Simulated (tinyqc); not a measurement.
UHF in the sto-3g basis, for BeH2, spin multiplicity 1, step by step (part 1 of 3). Computed by tinyqc, a small Python program that keeps every step (integrals from PySCF). Settings: charge = 0, multiplicity = 1, basis = sto-3g, energy threshold = 1e-08, iteration cap = 58, orthogonalisation = canonical, start = core, DIIS depth = 8, method = UHF, break = 0.7. Command: `OMP_NUM_THREADS=1 python tinyqc.py 23721 23722 out.jsonl` (the two numbers bound the seeds that draw the settings). One thread of a shared host (Intel(R) Xeon(R) Processor @ 2.60GHz), about 0.1 s of CPU time with the checks. Later iterations appear only in the table of the cycle.

## One-electron integrals

Geometry (angstrom):

| atom | x | y | z |
|---|---|---|---|
| Be | 0.000000 | 0.000000 | 0.000000 |
| H | 0.000000 | 1.306000 | 0.051000 |
| H | 0.000000 | -1.306000 | 0.051000 |

Basis sto-3g: exponents (1/bohr^2) and contraction coefficients of normalised primitives:

| element | l (shell) | exponent | coefficient |
|---|---|---|---|
| Be | s (1) | 30.167871 | 0.154329 |
| Be | s (1) | 5.495115 | 0.535328 |
| Be | s (1) | 1.487193 | 0.444635 |
| Be | s (2) | 1.314833 | -0.099967 |
| Be | s (2) | 0.305539 | 0.399513 |
| Be | s (2) | 0.099371 | 0.700115 |
| Be | p (3) | 1.314833 | 0.155916 |
| Be | p (3) | 0.305539 | 0.607684 |
| Be | p (3) | 0.099371 | 0.391957 |
| H | s (1) | 3.425251 | 0.154329 |
| H | s (1) | 0.623914 | 0.535328 |
| H | s (1) | 0.168855 | 0.444635 |

Overlap, kinetic and nuclear-attraction integrals over the contracted functions; the nuclear repulsion is the sum of Za Zb / Rab.

nuclear repulsion = 3.44164021 hartree

overlap S:
```
           1Be 1s    1Be 2s   1Be 2px    1Be 2py   1Be 2pz     2H 1s      3H 1s
1Be 1s   1.000000  0.259517  0.000000   0.000000  0.000000  0.074742   0.074742
1Be 2s   0.259517  1.000000  0.000000   0.000000  0.000000  0.473370   0.473370
1Be 2px  0.000000  0.000000  1.000000   0.000000  0.000000  0.000000   0.000000
1Be 2py  0.000000  0.000000  0.000000   1.000000  0.000000  0.534555  -0.534555
1Be 2pz  0.000000  0.000000  0.000000   0.000000  1.000000  0.020875   0.020875
2H 1s    0.074742  0.473370  0.000000   0.534555  0.020875  1.000000   0.040013
3H 1s    0.074742  0.473370  0.000000  -0.534555  0.020875  0.040013   1.000000
```

kinetic energy T (hartree):
```
            1Be 1s     1Be 2s   1Be 2px    1Be 2py   1Be 2pz      2H 1s      3H 1s
1Be 1s    6.693975  -0.033012  0.000000   0.000000  0.000000  -0.016649  -0.016649
1Be 2s   -0.033012   0.211111  0.000000   0.000000  0.000000   0.074340   0.074340
1Be 2px   0.000000   0.000000  0.660592   0.000000  0.000000   0.000000   0.000000
1Be 2py   0.000000   0.000000  0.000000   0.660592  0.000000   0.204988  -0.204988
1Be 2pz   0.000000   0.000000  0.000000   0.000000  0.660592   0.008005   0.008005
2H 1s    -0.016649   0.074340  0.000000   0.204988  0.008005   0.760032  -0.009904
3H 1s    -0.016649   0.074340  0.000000  -0.204988  0.008005  -0.009904   0.760032
```

nuclear attraction V (hartree):
```
             1Be 1s     1Be 2s    1Be 2px    1Be 2py    1Be 2pz      2H 1s      3H 1s
1Be 1s   -15.370854  -2.109392   0.000000   0.000000  -0.001476  -0.607710  -0.607710
1Be 2s    -2.109392  -3.065317   0.000000   0.000000  -0.011895  -1.422459  -1.422459
1Be 2px    0.000000   0.000000  -2.966746   0.000000   0.000000   0.000000   0.000000
1Be 2py    0.000000   0.000000   0.000000  -3.207118   0.000000  -1.571939   1.571939
1Be 2pz   -0.001476  -0.011895   0.000000   0.000000  -2.967113  -0.062858  -0.062858
2H 1s     -0.607710  -1.422459   0.000000  -1.571939  -0.062858  -3.034049  -0.140093
3H 1s     -0.607710  -1.422459   0.000000   1.571939  -0.062858  -0.140093  -3.034049
```

core Hamiltonian H = T + V (hartree):
```
            1Be 1s     1Be 2s    1Be 2px    1Be 2py    1Be 2pz      2H 1s      3H 1s
1Be 1s   -8.676879  -2.142404   0.000000   0.000000  -0.001476  -0.624359  -0.624359
1Be 2s   -2.142404  -2.854207   0.000000   0.000000  -0.011895  -1.348119  -1.348119
1Be 2px   0.000000   0.000000  -2.306154   0.000000   0.000000   0.000000   0.000000
1Be 2py   0.000000   0.000000   0.000000  -2.546526   0.000000  -1.366952   1.366952
1Be 2pz  -0.001476  -0.011895   0.000000   0.000000  -2.306521  -0.054853  -0.054853
2H 1s    -0.624359  -1.348119   0.000000  -1.366952  -0.054853  -2.274017  -0.149997
3H 1s    -0.624359  -1.348119   0.000000   1.366952  -0.054853  -0.149997  -2.274017
```

## Two-electron integrals

Functions are numbered as in S; the eight-fold symmetry (ij|kl) = (ji|kl) = (kl|ij) leaves the list below.

Two-electron integrals (ij|kl) in chemists' order, unique and non-zero (hartree):
```
(11|11) 2.298831    (21|11) 0.392036    (21|21) 0.079539    (22|11) 0.570988
(22|21) 0.143041    (22|22) 0.417683    (31|31) 0.014607    (32|31) 0.021888
(32|32) 0.092265    (33|11) 0.569578    (33|21) 0.143083    (33|22) 0.417589
(33|33) 0.449859    (41|41) 0.014607    (42|41) 0.021888    (42|42) 0.092265
(43|43) 0.024249    (44|11) 0.569578    (44|21) 0.143083    (44|22) 0.417589
(44|33) 0.401360    (44|44) 0.449859    (51|51) 0.014607    (52|51) 0.021888
(52|52) 0.092265    (53|53) 0.024249    (54|54) 0.024249    (55|11) 0.569578
(55|21) 0.143083    (55|22) 0.417589    (55|33) 0.401360    (55|44) 0.401360
(55|55) 0.449859    (61|11) 0.111936    (61|21) 0.022682    (61|22) 0.041047
(61|33) 0.040745    (61|41) 0.002047    (61|42) 0.003803    (61|44) 0.041672
(61|51) 0.000080    (61|52) 0.000148    (61|54) 0.000036    (61|55) 0.040747
(61|61) 0.006796    (62|11) 0.236391    (62|21) 0.059898    (62|22) 0.186352
(62|33) 0.179717    (62|41) 0.007881    (62|42) 0.045386    (62|44) 0.199426
(62|51) 0.000308    (62|52) 0.001772    (62|54) 0.000770    (62|55) 0.179747
(62|61) 0.018852    (62|62) 0.117164    (63|31) 0.005927    (63|32) 0.026601
(63|43) 0.008183    (63|53) 0.000320    (63|63) 0.011816    (64|11) 0.241486
(64|21) 0.062008    (64|22) 0.202503    (64|33) 0.190555    (64|41) 0.012971
(64|42) 0.071204    (64|44) 0.226158    (64|51) 0.000275    (64|52) 0.001742
(64|54) 0.001071    (64|55) 0.190585    (64|61) 0.020554    (64|62) 0.145744
(64|64) 0.188927    (65|11) 0.009430    (65|21) 0.002421    (65|22) 0.007908
(65|33) 0.007441    (65|41) 0.000275    (65|42) 0.001742    (65|44) 0.008193
(65|51) 0.005937    (65|52) 0.026669    (65|54) 0.008212    (65|55) 0.008082
(65|61) 0.000803    (65|62) 0.005691    (65|64) 0.006916    (65|65) 0.012086
(66|11) 0.400542    (66|21) 0.103407    (66|22) 0.357209    (66|33) 0.331337
(66|41) 0.017171    (66|42) 0.122953    (66|44) 0.408535    (66|51) 0.000671
(66|52) 0.004801    (66|54) 0.003015    (66|55) 0.331455    (66|61) 0.033677
(66|62) 0.277020    (66|64) 0.368020    (66|65) 0.014371    (66|66) 0.774606
(71|11) 0.111936    (71|21) 0.022682    (71|22) 0.041047    (71|33) 0.040745
(71|41) -0.002047   (71|42) -0.003803   (71|44) 0.041672    (71|51) 0.000080
(71|52) 0.000148    (71|54) -0.000036   (71|55) 0.040747    (71|61) 0.006186
(71|62) 0.015905    (71|64) 0.015748    (71|65) 0.000680    (71|66) 0.026947
(71|71) 0.006796    (72|11) 0.236391    (72|21) 0.059898    (72|22) 0.186352
(72|33) 0.179717    (72|41) -0.007881   (72|42) -0.045386   (72|44) 0.199426
(72|51) 0.000308    (72|52) 0.001772    (72|54) -0.000770   (72|55) 0.179747
(72|61) 0.015905    (72|62) 0.065026    (72|64) 0.063388    (72|65) 0.003107
(72|66) 0.114879    (72|71) 0.018852    (72|72) 0.117164    (73|31) 0.005927
(73|32) 0.026601    (73|43) -0.008183   (73|53) 0.000320    (73|63) 0.005413
(73|73) 0.011816    (74|11) -0.241486   (74|21) -0.062008   (74|22) -0.202503
(74|33) -0.190555   (74|41) 0.012971    (74|42) 0.071204    (74|44) -0.226158
(74|51) -0.000275   (74|52) -0.001742   (74|54) 0.001071    (74|55) -0.190585
(74|61) -0.015748   (74|62) -0.063388   (74|64) -0.058390   (74|65) -0.002978
(74|66) -0.109164   (74|71) -0.020554   (74|72) -0.145744   (74|74) 0.188927
(75|11) 0.009430    (75|21) 0.002421    (75|22) 0.007908    (75|33) 0.007441
(75|41) -0.000275   (75|42) -0.001742   (75|44) 0.008193    (75|51) 0.005937
(75|52) 0.026669    (75|54) -0.008212   (75|55) 0.008082    (75|61) 0.000680
(75|62) 0.003107    (75|64) 0.002978    (75|65) 0.005558    (75|66) 0.005642
(75|71) 0.000803    (75|72) 0.005691    (75|74) -0.006916   (75|75) 0.012086
(76|11) 0.025534    (76|21) 0.006306    (76|22) 0.017661    (76|33) 0.017369
(76|44) 0.018231    (76|51) 0.000062    (76|52) 0.000292    (76|55) 0.017376
(76|61) 0.001818    (76|62) 0.008094    (76|64) 0.008944    (76|65) 0.000428
(76|66) 0.015957    (76|71) 0.001818    (76|72) 0.008094    (76|74) -0.008944
(76|75) 0.000428    (76|76) 0.000763    (77|11) 0.400542    (77|21) 0.103407
(77|22) 0.357209    (77|33) 0.331337    (77|41) -0.017171   (77|42) -0.122953
(77|44) 0.408535    (77|51) 0.000671    (77|52) 0.004801    (77|54) -0.003015
(77|55) 0.331455    (77|61) 0.026947    (77|62) 0.114879    (77|64) 0.109164
(77|65) 0.005642    (77|66) 0.202534    (77|71) 0.033677    (77|72) 0.277020
(77|74) -0.368020   (77|75) 0.014371    (77|76) 0.015957    (77|77) 0.774606
```

## Orthogonalisation

S = U s U^T; canonical form X = U s^(-1/2), so that X^T S X = 1. Each column of U has its largest component positive (the first on a tie).

eigenvalues of S: 0.223753  0.329296  0.932918  1.000000  1.001681  1.736233  1.776119

X:
```
                 1          2          3         4          5          6         7
1Be 1s    0.000000  -0.309684   0.952779  0.000000  -0.145075   0.000000  0.237809
1Be 2s    0.000000   1.269491  -0.099924  0.000000  -0.023822   0.000000  0.508591
1Be 2px   0.000000   0.000000   0.000000  1.000000   0.000000   0.000000  0.000000
1Be 2py   1.474953   0.000000   0.000000  0.000000   0.000000   0.543690  0.000000
1Be 2pz   0.000000   0.050698   0.158137  0.000000   0.986687   0.000000  0.018921
2H 1s    -1.070916  -0.814462  -0.254092  0.000000   0.039725   0.374407  0.351745
3H 1s     1.070916  -0.814462  -0.254092  0.000000   0.039725  -0.374407  0.351745
```

## Starting guess

The start is the orbitals of the core Hamiltonian, with HOMO and LUMO mixed by +/-0.7 rad for the two spins; D(s) = C_occ C_occ^T for each spin.

D(alpha) at the start:
```
            1Be 1s     1Be 2s    1Be 2px    1Be 2py    1Be 2pz      2H 1s      3H 1s
1Be 1s    1.041609  -0.139422  -0.112981   0.000000  -0.006851  -0.016111  -0.016111
1Be 2s   -0.139422   0.420563   0.417454   0.000000   0.024970   0.085399   0.085399
1Be 2px  -0.112981   0.417454   0.415016   0.000000   0.024822   0.085079   0.085079
1Be 2py   0.000000   0.000000   0.000000   0.963546   0.000000   0.016786  -0.016786
1Be 2pz  -0.006851   0.024970   0.024822   0.000000   0.001485   0.005088   0.005088
2H 1s    -0.016111   0.085399   0.085079   0.016786   0.005088   0.017783   0.017198
3H 1s    -0.016111   0.085399   0.085079  -0.016786   0.005088   0.017198   0.017783
```

D(beta) at the start:
```
            1Be 1s     1Be 2s    1Be 2px    1Be 2py    1Be 2pz      2H 1s      3H 1s
1Be 1s    1.041609  -0.139422   0.112981   0.000000  -0.006851  -0.016111  -0.016111
1Be 2s   -0.139422   0.420563  -0.417454   0.000000   0.024970   0.085399   0.085399
1Be 2px   0.112981  -0.417454   0.415016   0.000000  -0.024822  -0.085079  -0.085079
1Be 2py   0.000000   0.000000   0.000000   0.963546   0.000000   0.016786  -0.016786
1Be 2pz  -0.006851   0.024970  -0.024822   0.000000   0.001485   0.005088   0.005088
2H 1s    -0.016111   0.085399  -0.085079   0.016786   0.005088   0.017783   0.017198
3H 1s    -0.016111   0.085399  -0.085079  -0.016786   0.005088   0.017198   0.017783
```

## Iteration 1: building the Fock matrix

J_ij = sum D_kl (ij|kl) with D = D(alpha) + D(beta), K_ij = sum D_kl (ik|jl) for each spin; F = H + J - K(s); E = tr D H + tr D J / 2 - 0.5 sum_s tr D(s) K(s) + E_nn.

Coulomb J (hartree):
```
           1Be 1s    1Be 2s   1Be 2px    1Be 2py   1Be 2pz     2H 1s      3H 1s
1Be 1s   6.832831  1.341791  0.000000   0.000000  0.002316  0.385108   0.385108
1Be 2s   1.341791  2.789795  0.000000   0.000000  0.011488  1.238694   1.238694
1Be 2px  0.000000  0.000000  2.774240   0.000000  0.000000  0.000000   0.000000
1Be 2py  0.000000  0.000000  0.000000   2.851154  0.000000  1.337038  -1.337038
1Be 2pz  0.002316  0.011488  0.000000   0.000000  2.734187  0.054110   0.054110
2H 1s    0.385108  1.238694  0.000000   1.337038  0.054110  2.339220   0.121861
3H 1s    0.385108  1.238694  0.000000  -1.337038  0.054110  0.121861   2.339220
```

exchange K(alpha) (hartree):
```
           1Be 1s    1Be 2s   1Be 2px    1Be 2py   1Be 2pz      2H 1s      3H 1s
1Be 1s   2.339903  0.418524  0.010808   0.000000  0.000787   0.127403   0.127403
1Be 2s   0.418524  0.415239  0.229309   0.000000  0.015660   0.223783   0.223783
1Be 2px  0.010808  0.229309  0.267882   0.000000  0.011885   0.112181   0.112181
1Be 2py  0.000000  0.000000  0.000000   0.534879  0.000000   0.273552  -0.273552
1Be 2pz  0.000787  0.015660  0.011885   0.000000  0.092076   0.010275   0.010275
2H 1s    0.127403  0.223783  0.112181   0.273552  0.010275   0.312428  -0.003667
3H 1s    0.127403  0.223783  0.112181  -0.273552  0.010275  -0.003667   0.312428
```

exchange K(beta) (hartree):
```
            1Be 1s     1Be 2s    1Be 2px    1Be 2py    1Be 2pz      2H 1s      3H 1s
1Be 1s    2.339903   0.418524  -0.010808   0.000000   0.000787   0.127403   0.127403
1Be 2s    0.418524   0.415239  -0.229309   0.000000   0.015660   0.223783   0.223783
1Be 2px  -0.010808  -0.229309   0.267882   0.000000  -0.011885  -0.112181  -0.112181
1Be 2py   0.000000   0.000000   0.000000   0.534879   0.000000   0.273552  -0.273552
1Be 2pz   0.000787   0.015660  -0.011885   0.000000   0.092076   0.010275   0.010275
2H 1s     0.127403   0.223783  -0.112181   0.273552   0.010275   0.312428  -0.003667
3H 1s     0.127403   0.223783  -0.112181  -0.273552   0.010275  -0.003667   0.312428
```

F(alpha) (hartree):
```
            1Be 1s     1Be 2s    1Be 2px    1Be 2py    1Be 2pz      2H 1s      3H 1s
1Be 1s   -4.183951  -1.219137  -0.010808   0.000000   0.000053  -0.366654  -0.366654
1Be 2s   -1.219137  -0.479650  -0.229309   0.000000  -0.016067  -0.333208  -0.333208
1Be 2px  -0.010808  -0.229309   0.200204   0.000000  -0.011885  -0.112181  -0.112181
1Be 2py   0.000000   0.000000   0.000000  -0.230251   0.000000  -0.303465   0.303465
1Be 2pz   0.000053  -0.016067  -0.011885   0.000000   0.335591  -0.011018  -0.011018
2H 1s    -0.366654  -0.333208  -0.112181  -0.303465  -0.011018  -0.247224  -0.024470
3H 1s    -0.366654  -0.333208  -0.112181   0.303465  -0.011018  -0.024470  -0.247224
```

F(beta) (hartree):
```
            1Be 1s     1Be 2s   1Be 2px    1Be 2py    1Be 2pz      2H 1s      3H 1s
1Be 1s   -4.183951  -1.219137  0.010808   0.000000   0.000053  -0.366654  -0.366654
1Be 2s   -1.219137  -0.479650  0.229309   0.000000  -0.016067  -0.333208  -0.333208
1Be 2px   0.010808   0.229309  0.200204   0.000000   0.011885   0.112181   0.112181
1Be 2py   0.000000   0.000000  0.000000  -0.230251   0.000000  -0.303465   0.303465
1Be 2pz   0.000053  -0.016067  0.011885   0.000000   0.335591  -0.011018  -0.011018
2H 1s    -0.366654  -0.333208  0.112181  -0.303465  -0.011018  -0.247224  -0.024470
3H 1s    -0.366654  -0.333208  0.112181   0.303465  -0.011018  -0.024470  -0.247224
```

total energy of this density = -14.92035463 hartree

## Iteration 1: diagonalisation and new density

Diagonalise F' = X^T F X, C = X C', fill 3 alpha and 3 beta electrons from the bottom; D(s) = C_occ C_occ^T. Each column has its largest component positive (the first on a tie).

F' = X^T F X (alpha) (hartree):
```
          1          2          3          4          5          6          7
1  0.905509   0.000000   0.000000   0.000000   0.000000   0.012204   0.000000
2  0.000000   0.432644   0.345326  -0.105626  -0.050185   0.000000   0.177926
3  0.000000   0.345326  -3.273971   0.067745   0.595930   0.000000  -1.530128
4  0.000000  -0.105626   0.067745   0.200204  -0.013609   0.000000  -0.198338
5  0.000000  -0.050185   0.595930  -0.013609   0.237827   0.000000   0.252594
6  0.012204   0.000000   0.000000   0.000000   0.000000  -0.377609   0.000000
7  0.000000   0.177926  -1.530128  -0.198338   0.252594   0.000000  -1.084418
```

orbital energies (alpha) (hartree): MO1 -4.188757, MO2 -0.377901, MO3 -0.377725, MO4 0.231618, MO5 0.335916, MO6 0.511411, MO7 0.905626

coefficients C (alpha):
```
               MO1        MO2        MO3        MO4        MO5        MO6        MO7
1Be 1s    0.990029  -0.219543   0.000000  -0.019384   0.021189  -0.228278   0.000000
1Be 2s    0.037249   0.519591   0.000000   0.339770  -0.087462   1.219168   0.000000
1Be 2px   0.004285   0.345412   0.000000   0.855858   0.020175  -0.384412   0.000000
1Be 2py   0.000000   0.000000   0.529638   0.000000   0.000000   0.000000   1.480057
1Be 2pz   0.000198   0.020703   0.000000   0.008064   0.996543   0.088858   0.000000
2H 1s    -0.001943   0.368439   0.384574  -0.466587   0.023378  -0.706549  -1.067307
3H 1s    -0.001943   0.368439  -0.384574  -0.466587   0.023378  -0.706549   1.067307
```

F' = X^T F X (beta) (hartree):
```
          1          2          3          4          5          6          7
1  0.905509   0.000000   0.000000   0.000000   0.000000   0.012204   0.000000
2  0.000000   0.432644   0.345326   0.105626  -0.050185   0.000000   0.177926
3  0.000000   0.345326  -3.273971  -0.067745   0.595930   0.000000  -1.530128
4  0.000000   0.105626  -0.067745   0.200204   0.013609   0.000000   0.198338
5  0.000000  -0.050185   0.595930   0.013609   0.237827   0.000000   0.252594
6  0.012204   0.000000   0.000000   0.000000   0.000000  -0.377609   0.000000
7  0.000000   0.177926  -1.530128   0.198338   0.252594   0.000000  -1.084418
```

orbital energies (beta) (hartree): MO1 -4.188757, MO2 -0.377901, MO3 -0.377725, MO4 0.231618, MO5 0.335916, MO6 0.511411, MO7 0.905626

coefficients C (beta):
```
               MO1        MO2        MO3        MO4        MO5        MO6        MO7
1Be 1s    0.990029  -0.219543   0.000000   0.019384   0.021189  -0.228278   0.000000
1Be 2s    0.037249   0.519591   0.000000  -0.339770  -0.087462   1.219168   0.000000
1Be 2px  -0.004285  -0.345412   0.000000   0.855858  -0.020175   0.384412   0.000000
1Be 2py   0.000000   0.000000   0.529638   0.000000   0.000000   0.000000   1.480057
1Be 2pz   0.000198   0.020703   0.000000  -0.008064   0.996543   0.088858   0.000000
2H 1s    -0.001943   0.368439   0.384574   0.466587   0.023378  -0.706549  -1.067307
3H 1s    -0.001943   0.368439  -0.384574   0.466587   0.023378  -0.706549   1.067307
```

D(alpha) after iteration 1:
```
            1Be 1s     1Be 2s    1Be 2px    1Be 2py    1Be 2pz      2H 1s      3H 1s
1Be 1s    1.028357  -0.077195  -0.071590   0.000000  -0.004349  -0.082812  -0.082812
1Be 2s   -0.077195   0.271362   0.179632   0.000000   0.010764   0.191365   0.191365
1Be 2px  -0.071590   0.179632   0.119327   0.000000   0.007152   0.127255   0.127255
1Be 2py   0.000000   0.000000   0.000000   0.280517   0.000000   0.203685  -0.203685
1Be 2pz  -0.004349   0.010764   0.007152   0.000000   0.000429   0.007627   0.007627
2H 1s    -0.082812   0.191365   0.127255   0.203685   0.007627   0.283649  -0.012146
3H 1s    -0.082812   0.191365   0.127255  -0.203685   0.007627  -0.012146   0.283649
```

D(beta) after iteration 1:
```
            1Be 1s     1Be 2s    1Be 2px    1Be 2py    1Be 2pz      2H 1s      3H 1s
1Be 1s    1.028357  -0.077195   0.071590   0.000000  -0.004349  -0.082812  -0.082812
1Be 2s   -0.077195   0.271362  -0.179632   0.000000   0.010764   0.191365   0.191365
1Be 2px   0.071590  -0.179632   0.119327   0.000000  -0.007152  -0.127255  -0.127255
1Be 2py   0.000000   0.000000   0.000000   0.280517   0.000000   0.203685  -0.203685
1Be 2pz  -0.004349   0.010764  -0.007152   0.000000   0.000429   0.007627   0.007627
2H 1s    -0.082812   0.191365  -0.127255   0.203685   0.007627   0.283649  -0.012146
3H 1s    -0.082812   0.191365  -0.127255  -0.203685   0.007627  -0.012146   0.283649
```
